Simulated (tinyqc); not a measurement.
Phonon polaritons: single-oscillator infrared dielectric function of a polar cubic crystal. Computed by tinyqc, a small Python program. Command: `OMP_NUM_THREADS=1 python tinyqc.py 3024116 3024117 out.jsonl infrared walk`. One thread of a shared host (Intel(R) Xeon(R) Processor @ 2.30GHz), about 0.02 s of CPU time with the checks.

One ion pair, charges +Z* and -Z*, in a cell of volume Omega = a^3/4. Frequencies omega are given as wavenumbers (1/cm); eps_s is the static dielectric constant.

Inputs (values chosen for the exercise, modelled on aluminium arsenide):
```
quantity            value      unit
lattice constant a  5.661  angstrom
mass M_A            26.98         u
mass M_B            74.92         u
omega_TO              358      1/cm
Born charge Z*       2.13         e
eps_inf              8.06         -
```

Structure: zinc blende. Free carriers: absent.

Constants: nu for 1 eV/(angstrom^2 u) = 15.6333042 THz; 1 THz = 33.35640952 1/cm; e^2/(4 pi eps_0) = 14.39964548 eV angstrom.

Method. mu = M_A M_B/(M_A + M_B); ionic plasma term W^2 = 4 pi Z*^2 (e^2/(4 pi eps_0))/(Omega mu) in eV/(angstrom^2 u), turned into 1/cm by W = 15.6333042 x 33.35640952 x sqrt(W^2); omega_LO^2 = omega_TO^2 + W^2/eps_inf; eps_s = eps_inf + W^2/omega_TO^2; Szigeti charge 3 Z*/(eps_inf + 2); longitudinal (Callen) charge Z*/eps_inf. Transverse waves without damping obey Q^2 = omega^2 eps(omega), Q = wave vector/(2 pi) in 1/cm: eps_inf omega^4 - (eps_inf omega_LO^2 + Q^2) omega^2 + Q^2 omega_TO^2 = 0.

eps_s = 9.99611

omega_LO = 398.686 1/cm

Branches (1/cm):
```
Q      lower branch  upper branch  Q/sqrt(eps_s)  Q/sqrt(eps_inf)
110           34.76         399.1           34.8             38.7
340          106.54         402.4          107.5            119.8
680          205.52         417.2          215.1            239.5
1100         293.96         471.9          347.9            387.5
1700         337.41         635.3          537.7            598.8
2800         351.68        1004.0          885.6            986.3
5700         356.60        2015.6         1802.8           2007.7
11000        357.63        3878.6         3479.2           3874.6
```

What follows from these numbers?

The lower branch starts as light slowed by sqrt(eps_s) (0.999 of that line) and ends at 0.999 omega_TO; the upper starts at 1.001 omega_LO and ends at 1.001 of the light line with eps_inf. No branch lies between omega_TO and omega_LO.
